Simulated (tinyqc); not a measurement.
# Strained alloy layer of InP and GaP on (001) GaAs, model-solid band line-up, step by step

Program tinyqc, `OMP_NUM_THREADS=1 python tinyqc.py 2690090 2690091 out.jsonl`; Intel Xeon 2.30GHz, shared host, one thread, about 0.01 s. Printed values are rounded.

The layer is x parts of the first compound and 1 - x of the second, grown coherently on the third as substrate and barrier. Rows of the table: lattice constant a, average valence level Ea on an absolute scale, spin-orbit splitting so, gaps at Gamma, X and L, hydrostatic deformation potentials av and ac (Gamma), shear potential b, elastic constants, electron and heavy-hole (along z) masses. All are interpolated linearly in x; gaps get -C x (1 - x), taken wholly in the conduction band; real line-ups can differ from this model by 0.1 eV or more.

Parameters, values chosen for the exercise:
- x = 0.36 (fraction of the first compound in the layer)
- CG = 0.65 eV (bowing of the Gamma gap)
- CX = 0.2 eV (bowing of the X gap)
- CL = 1.03 eV (bowing of the L gap)

Range of the model: The X or L gap of the relaxed alloy lies near or below the Gamma gap, so the Gamma edge computed here may not be the lowest conduction edge.

## Relaxed alloy and strain

Binary compounds, values chosen for the exercise:
```
              close to InP  close to GaP  close to GaAs
a (angstrom)         5.869         5.451          5.653
Ea (eV)              -7.04          -7.4          -6.92
so (eV)              0.111        0.0801          0.336
EG (eV)               1.32          2.78           1.41
EX (eV)               2.18          2.28           1.89
EL (eV)               1.91          2.59           1.69
av (eV)               1.26           1.7           1.16
ac (eV)              -5.04         -7.04          -7.15
b (eV)               -1.72         -1.79          -1.71
c11 (GPa)              100           142            120
c12 (GPa)             56.9          61.3           54.6
me (m0)             0.0812         0.131         0.0674
mh (m0)               0.53         0.325          0.351
```

In-plane strain e = (a_substrate - a)/a, e_z = -2 (c12/c11) e, volume change 2 e + e_z.

a = 5.60148 angstrom
Gamma gap = 2.10464 eV
X gap = 2.19792 eV
L gap = 2.10789 eV
e = 0.919757 %
e_z = -0.865766 %
volume change = 0.973748 %

The relaxed alloy has its lowest gap at Gamma (direct). The layer is under tensile in-plane strain.

## Band edges and offsets

In-plane strain e = (a_substrate - a)/a, e_z = -2 (c12/c11) e, volume change 2 e + e_z. With v = 2 e + e_z and d = 2 b (e_z - e): Eav = Ea + av v; E_hh = Eav + so/3 - d/2; E_lh = Eav - so/6 + d/4 + sqrt(so^2 + so d + 9 d^2/4)/2; E_c = Ea + so/3 + EG + ac v (Gamma). Substrate: E_v = Ea + so/3, E_c = E_v + EG. Well depths: dEc = E_c(substrate) - E_c, dEhh = E_hh - E_v(substrate), dElh likewise; strained Gamma gap E_c - max(E_hh, E_lh); positive values confine carriers in the layer.

d = 0.0630218 eV
E_hh = -7.25649 eV
E_lh = -7.17900 eV
E_c = -5.19689 eV
strained Gamma gap = 1.98210 eV
dEc = -0.201107 eV
dEhh = -0.448492 eV
dElh = -0.370996 eV

The light-hole band lies on top, by 77.5 meV. At Gamma the line-up is type I, the layer is a barrier for both carriers.

## Critical thickness

In-plane strain e = (a_substrate - a)/a. Matthews-Blakeslee for 60-degree dislocations in a single layer: hc = k (ln(hc/bv) + 1), k = bv (1 - nu/4)/(4 pi |e| (1 + nu)), nu = c12/(c11 + c12), bv = a/sqrt(2); the larger root.

nu = 0.320028
bv = 0.396084 nm
hc = 10.1309 nm

The layer, Lw = 6.7 nm, is thinner than hc, so it stays coherent by this criterion.
